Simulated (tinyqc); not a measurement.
# Elastic trap-assisted tunnelling through a dielectric: two studies

Emitter at x = 0 (Fermi level 0), collector at x = t (Fermi level -V), band edge U(x) = phi - F x, F = V/t. A trap at x has the energy E = U(x) - Et. With G(u) = (4/(3 F)) sqrt(mo/C) max(u, 0)^1.5, C = hbar^2/(2 m0): S1 = G(phi - E) - G(Et), S2 = G(Et) - G(phi - V - E), T1,2 = exp(-S1,2). The steady rate through one trap is nu T1 T2 (f1 - f2)/(T1 + T2), f1 = f(E), f2 = f(E + V), f(y) = 1/(1 + exp(y/Vt)); both contacts offer states at E.

Values chosen for this exercise; dielectric values close to those of silicon dioxide: temperature T = 300 K; barrier above the emitter Fermi level phi = 3.04 eV; tunnelling mass mo = 0.51 m0; thickness t = 3.8 nm; trap depth below the band edge of the dielectric Et = 2.15 eV; trap density Nt = 4.6e17 cm^-3; attempt frequency nu = 1e14 1/s; voltage V = 2.85 V.

Constants: q = 1.602176634e-19 C, kB = 1.380649e-23 J/K, hbar = 1.054571817e-34 J s, m0 = 9.1093837015e-31 kg, Vt = kB T/q, hbar^2/(2 m0) = 0.0380998212 eV nm^2. Results are converted to the units shown.

Each table varies one quantity; the others keep the values above.

## Effect of the thickness at fixed voltage

J = q Nt times the integral of the rate over x. Direct S = (4/(3 F)) sqrt(mo/C) [phi^1.5 - max(phi - V, 0)^1.5].

Results:

| t (nm) | J (A/cm^2) | x of the peak over t | larger S there | direct S |
|---|---|---|---|---|
| 2.9 | 0.0961 | 0.384 | 14.4 | 25.9 |
| 3.7 | 0.00215 | 0.389 | 18.3 | 33.0 |
| 4.6 | 2.86e-5 | 0.392 | 22.7 | 41.1 |
| 5.5 | 3.72e-7 | 0.394 | 27.1 | 49.1 |
| 6.4 | 4.76e-9 | 0.396 | 31.5 | 57.2 |
| 8.1 | 1.23e-12 | 0.397 | 39.8 | 72.3 |
| 9 | 1.54e-14 | 0.398 | 44.2 | 80.4 |

Estimate the missing row, t = 7.2 nm.

Computed row:

| t (nm) | J (A/cm^2) | x of the peak over t | larger S there | direct S |
|---|---|---|---|---|
| 7.2 | 9.79e-11 | 0.397 | 35.4 | 64.3 |

With this row back in the table: J falls from 0.0961 to 1.54e-14 A/cm^2, on average 2.10 decades a nanometre, against 3.88 for the direct exponent: trap-assisted leakage falls more slowly, so it gains on direct tunnelling as the layer thickens.

## Current against voltage

Same model as above.

Result of one run:

| V (V) | J (A/cm^2) | x of the peak over t | larger S there | direct S |
|---|---|---|---|---|
| 4.18 | 0.212 | 0.240 | 14.0 | 23.5 |

What becomes of these results when the voltage V is changed from 4.18 to 0.3 V, all else the same?

Result of the changed run:

| V (V) | J (A/cm^2) | x of the peak over t | larger S there | direct S |
|---|---|---|---|---|
| 0.3 | 5.57e-17 | 0.498 | 20.6 | 47.3 |

The whole series:

| V (V) | J (A/cm^2) | x of the peak over t | larger S there | direct S |
|---|---|---|---|---|
| 0.3 | 5.57e-17 | 0.498 | 20.6 | 47.3 |
| 0.73 | 2.38e-13 | 0.496 | 21.1 | 45.4 |
| 1.16 | 1.59e-9 | 0.517 | 22.5 | 43.5 |
| 1.59 | 2.31e-6 | 0.539 | 24.0 | 41.4 |
| 2.02 | 1.35e-4 | 0.449 | 20.1 | 39.2 |
| 2.46 | 5.64e-4 | 0.412 | 19.3 | 36.6 |
| 2.89 | 0.00147 | 0.387 | 18.7 | 33.6 |
| 3.32 | 0.00722 | 0.305 | 17.6 | 29.6 |
| 3.75 | 0.0474 | 0.269 | 15.6 | 26.2 |
| 4.18 | 0.212 | 0.240 | 14.0 | 23.5 |

J rises from 5.57e-17 to 0.212 A/cm^2, by 8.44 decades a volt between the first two rows and 1.51 between the last two. The position of the peak moves up and down between 0.240 and 0.539 of t; only traps beyond x/t = (phi - Et)/V lie below the emitter Fermi level, with phi - Et = 0.890 eV. For V = 4.18 the field exceeds 10 MV/cm.

Range of the model: Phonon-assisted (inelastic) capture, chains of traps and a spread of trap depths are left out.

Numbers from tinyqc (`OMP_NUM_THREADS=1 python tinyqc.py 2370060 2370061 out.jsonl`; about 0.04 s on one thread of a shared Intel Xeon 2.30GHz).
